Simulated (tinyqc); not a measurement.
# Changing the mass of B

Model: collinear exchange A + BC -> AB + C on a London-Eyring-Polanyi-Sato surface: saddle, string of images and rate. Computed by tinyqc, a small Python program. Command: `OMP_NUM_THREADS=1 python tinyqc.py 3111947 3111948 out.jsonl leps sweep`. One thread of a shared host (Intel(R) Xeon(R) Processor @ 2.30GHz), about 0.3 s of CPU time with the checks.

x = r(AB), y = r(BC), r(AC) = x + y. V is counted from separated atoms, the barrier from A + BC, that is V + D(BC).

Inputs (values chosen for the exercise, for a model exchange):

| quantity | value | unit |
|---|---|---|
| D(AB) | 3.19 | eV |
| r0(AB) | 1.3 | angstrom |
| beta(AB) | 1.58 | 1/angstrom |
| D(BC) | 4.02 | eV |
| r0(BC) | 1.1 | angstrom |
| beta(BC) | 1.54 | 1/angstrom |
| D(AC) | 4.42 | eV |
| r0(AC) | 1.43 | angstrom |
| beta(AC) | 1.48 | 1/angstrom |
| Sato parameter S | 0.034 | - |
| mass of A | 1.008 | u |
| mass of C | 12 | u |
| temperature T | 300 | K |
| step of the string | 0.02 | angstrom^2/eV |

Constants: nu for 1 eV/(angstrom^2 u) = 15.6333042 THz; h x 1 THz = 4.135667696 meV; k_B = 1.380649e-23 J/K; u = 1.6605390666e-27 kg; k_B = 8.617333262e-05 eV/K.

Method:
- For each pair, with u = exp(-beta (r - r0)): Q = D [(3 + S) u^2 - (2 + 6 S) u]/(4 (1 + S)), J = D [(1 + 3 S) u^2 - (6 + 2 S) u]/(4 (1 + S)); V = Q1 + Q2 + Q3 - sqrt(((J1 - J2)^2 + (J2 - J3)^2 + (J3 - J1)^2)/2).
- String of 9 images between the fixed ends (r0(AB) + 2, r0(BC)) and (r0(AB), r0(BC) + 2), started on the two straight legs through (r0(AB) + 0.3, r0(BC) + 0.3): each iteration moves the inner images by -step x gradient (central differences) and spaces them evenly again along the broken line (coordinates are kept between 0.2 and 8 angstrom); stop when no coordinate changes by more than 1e-5 angstrom, at most 400 iterations.
- From the highest inner image, z -> z - H^-1 g with gradient g and Hessian H by central differences, steps capped at 0.15 angstrom, 12 steps.
- Wilson matrix G = [[1/m_A + 1/m_B, -1/m_B], [-1/m_B, 1/m_B + 1/m_C]]; eigenvalues lambda of G H give nu = 15.6333042 THz x sqrt(|lambda|), the negative one being imaginary. Reactant: nu_BC from k = 2 D beta^2 and 1/m_B + 1/m_C. Skew angle: cos = sqrt(m_A m_C/((m_A + m_B)(m_B + m_C))).
- One-dimensional rate constant without tunnelling, k = sqrt(k_B T/(2 pi mu)) [sinh(h nu_BC/(2 k_B T))/sinh(h nu_s/(2 k_B T))] exp(-barrier/(k_B T)) with mu = m_A (m_B + m_C)/(m_A + m_B + m_C); Wigner factor 1 + (h nu_i/(k_B T))^2/24; adiabatic barrier = barrier + h (nu_s - nu_BC)/2.

One run for each value:

| mass of B (u) | rate constant k (cm/s) | adiabatic barrier (eV) | imaginary frequency (THz) | skew angle (degrees) |
|---|---|---|---|---|
| 1.008 | 7.2590e-16 | 1.1878 | 41.965 | 47.222 |
| 2.014 | 1.6080e-16 | 1.2267 | 30.736 | 57.695 |
| 3.016 | 8.4477e-17 | 1.2433 | 25.941 | 63.422 |
| 6.000 | 3.8127e-17 | 1.2636 | 20.032 | 71.961 |
| 12.000 | 2.2780e-17 | 1.2766 | 16.247 | 78.648 |
| 19.000 | 1.8160e-17 | 1.2822 | 14.608 | 81.972 |

Over the rows, rate constant k (cm/s) falls from 7.26e-16 to 1.82e-17 (exponent d ln y / d ln x -2.2 between the first rows and -0.49 between the last); adiabatic barrier (eV) rises from 1.19 to 1.28 (exponent d ln y / d ln x 0.047 between the first rows and 0.0095 between the last); imaginary frequency (THz) falls from 42.0 to 14.6 (exponent d ln y / d ln x -0.45 between the first rows and -0.23 between the last).

Caution (rows 1.01, 2.01): the Wigner factor exceeds 2 at T: tunnelling, left out of k, is large and needs a better treatment than this factor.

Extremes, crossings and ranges named in words are read from the listed rows.
